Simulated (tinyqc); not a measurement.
# Changing the mean current density

Model: electroplating on a thin resistive seed layer: kinetics, Wagner number and the terminal effect across a wafer. Computed by tinyqc, a small Python program. Command: `OMP_NUM_THREADS=1 python tinyqc.py 3120291 3120292 out.jsonl terminal sweep`. One thread of a shared host (Intel(R) Xeon(R) Processor @ 2.30GHz), about 0.04 s of CPU time with the checks.

Current enters the seed at the rim. The bath is treated as a local resistance per area (no lateral flow in the liquid), two electrons per ion, molar volume 7.11 cm^3/mol, Faraday constant F = e N_A, kinematic viscosity 0.01 cm^2/s, omega = 2 pi x rpm/60; k_B T/e is in volts.

Inputs (values chosen for the exercise, of the order of those for copper plating from an acid sulfate bath):
```
quantity                               value         unit
wafer radius R                           7.5           cm
seed thickness t                         180           nm
seed resistivity                          21  microohm cm
bath conductivity kappa                0.034         S/cm
gap to the anode h                        10           cm
extra resistance of a porous plate         0     ohm cm^2
exchange current density i_0            0.56      mA/cm^2
cathodic transfer coefficient alpha     0.83            -
diffusivity of the metal ion         6.9e-06       cm^2/s
metal ion concentration                 0.29        mol/L
rotation rate                            200          rpm
temperature T                            298            K
```

Constants: e = 1.602176634e-19 C; N_A = 6.02214076e+23 1/mol; k_B = 8.617333262e-05 eV/K.

Method:
- Growth rate = i V_m/(2 F). Levich limit i_L = 0.62 x 2 F D^(2/3) omega^(1/2) nu^(-1/6) c. Tafel overpotential eta = (k_B T/(alpha e)) ln(i/i_0); kinetic resistance k_B T/(alpha e i); bath resistance h/kappa + plate; R_s = resistivity/t; Wagner number = kinetic resistance x kappa/R.
- Linearised: with R_t = kinetic + bath resistance the current density obeys (1/r)(r i')' = i R_s/R_t, so i = A I_0(r/l), l = sqrt(R_t/R_s); with x = R/l, edge/centre = I_0(x) and edge/mean = x I_0(x)/(2 I_1(x)).
- Voltage drop in the seed for a uniform current: i R_s R^2/4.
- Full model: seed potential phi(r) with (1/r)(r phi')' = R_s i, where i solves phi = R_b i + (k_B T/(alpha e)) ln(i/i_0) (phi being the driving voltage left at r); phi'(0) = 0 and phi'(R) = R_s i_mean R/2. Solved by collocation to a tolerance of 1e-7.

One run for each value; columns: (1) mean current density (mA/cm^2); (2) edge over centre, full model; (3) kinetic resistance (ohm cm^2); (4) growth rate (nm/min); (5) drop for uniform current (mV):
```
(1)     (2)    (3)   (4)    (5)
2.4   1.054  12.89    53   39.4
3.7   1.055   8.36    82   60.7
5.9   1.056   5.24   130   96.8
9.4   1.056   3.29   208  154.2
15.0  1.056   2.06   332  246.1
24.0  1.056   1.29   531  393.8
38.0  1.056   0.81   840  623.4
60.0  1.056   0.52  1326  984.4
```

Describe the trends.

Over the rows, edge over centre, full model rises from 1.054 to 1.056; kinetic resistance (ohm cm^2) falls from 12.9 to 0.516 (exponent d ln y / d ln x about -1.0 throughout); growth rate (nm/min) rises from 53.1 to 1330 (exponent d ln y / d ln x about 1.0 throughout).

Caution (rows 38.0, 60.0): the mean current exceeds 0.3 i_L, so depletion of metal ions, left out of the distribution, matters.
